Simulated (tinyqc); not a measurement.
Hueckel theory of the pi electrons with the omega technique, for the molecule BC(=C)C=CC(=C)F (SMILES; centres numbered as the heavy atoms are written), step by step. One step of it, computed by the program tinyqc.

Task: Orbitals, round 2. Diagonalise; E = alpha + x beta with beta < 0, so the largest x are filled first; degenerate levels share their electrons. P = sum n_i c_ri c_si; each orbital has its largest coefficient positive (the first on a tie).

matrix after round 1, order 1B, 2C, 3C, 4C, 5C, 6C, 7C, 8F:
```
[[-1.039850, 0.700000, 0.000000, 0.000000, 0.000000, 0.000000, 0.000000, 0.000000],
 [0.700000, -0.015147, 1.000000, 1.000000, 0.000000, 0.000000, 0.000000, 0.000000],
 [0.000000, 1.000000, 0.056333, 0.000000, 0.000000, 0.000000, 0.000000, 0.000000],
 [0.000000, 1.000000, 0.000000, 0.005984, 1.000000, 0.000000, 0.000000, 0.000000],
 [0.000000, 0.000000, 0.000000, 1.000000, -0.006370, 1.000000, 0.000000, 0.000000],
 [0.000000, 0.000000, 0.000000, 0.000000, 1.000000, 0.013600, 1.000000, 0.700000],
 [0.000000, 0.000000, 0.000000, 0.000000, 0.000000, 1.000000, -0.025839, 0.000000],
 [0.000000, 0.000000, 0.000000, 0.000000, 0.000000, 0.700000, 0.000000, 3.011289]]
```

pi electrons, sum of z_r less the charge = 8

Give: x values; occupations; coefficients; charge and bond-order matrix P.

Result:

x values: [3.205, 1.793, 1.227, 0.454, -0.388, -0.835, -1.508, -1.948]

occupations: [2.000, 2.000, 2.000, 2.000, 0.000, 0.000, 0.000, 0.000]

coefficients, order 1B, 2C, 3C, 4C, 5C, 6C, 7C, 8F:
```
[[0.002, 0.127, -0.140, 0.088, -0.293, 0.692, -0.476, -0.406],
 [0.012, 0.513, -0.455, 0.188, -0.273, 0.203, 0.319, 0.527],
 [0.004, 0.295, -0.389, 0.472, 0.614, -0.228, -0.204, -0.263],
 [0.033, 0.543, -0.078, -0.445, -0.307, -0.423, 0.061, -0.471],
 [0.092, 0.458, 0.360, -0.387, 0.394, 0.153, -0.411, 0.394],
 [0.264, 0.281, 0.521, 0.267, 0.157, 0.297, 0.556, -0.293],
 [0.082, 0.154, 0.416, 0.556, -0.434, -0.367, -0.375, 0.153],
 [0.956, -0.161, -0.205, -0.073, -0.032, -0.054, -0.086, 0.041]]
```

charge and bond-order matrix P, order 1B, 2C, 3C, 4C, 5C, 6C, 7C, 8F:
```
[[0.087, 0.291, 0.267, 0.081, -0.053, -0.027, 0.020, 0.007],
 [0.291, 1.011, 0.834, 0.462, -0.001, -0.080, -0.010, 0.016],
 [0.267, 0.834, 0.922, -0.038, -0.374, 0.015, 0.293, 0.002],
 [0.081, 0.462, -0.038, 1.001, 0.793, 0.003, -0.387, -0.016],
 [-0.053, -0.001, -0.374, 0.793, 0.995, 0.474, 0.025, -0.061],
 [-0.027, -0.080, 0.015, 0.003, 0.474, 0.984, 0.861, 0.162],
 [0.020, -0.010, 0.293, -0.387, 0.025, 0.861, 1.026, -0.145],
 [0.007, 0.016, 0.002, -0.016, -0.061, 0.162, -0.145, 1.974]]
```
